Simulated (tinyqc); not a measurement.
Interdiffusion in a binary couple: Darken equations, Kirkendall shift and Boltzmann-Matano analysis: one step, computed by the program tinyqc. Command: `OMP_NUM_THREADS=1 python tinyqc.py 3018120 3018121 out.jsonl darken walk`. One thread of a shared host (Intel(R) Xeon(R) Processor @ 2.30GHz), about 0.01 s of CPU time with the checks.

x is the mole fraction of B; the molar volume is constant, and the two halves are long enough to count as infinite.

Problem. Boltzmann-Matano diffusivity. D~(x) = area/(2 t slope), with z counted from the original interface (the Matano plane); 1 um^2 = 1e-12 m^2.

Inputs (values chosen for the exercise, for a model alloy A-B): temperature T = 1450 K; time t = 130000 s.

area -int z dx from x_L to the local x = 104.1282 um

slope dx/dz at the local x = 2.122349e-04 1/um

Give: D~ from the profile.

Solution.

D~ from the profile = 1.8870e-12 m^2/s
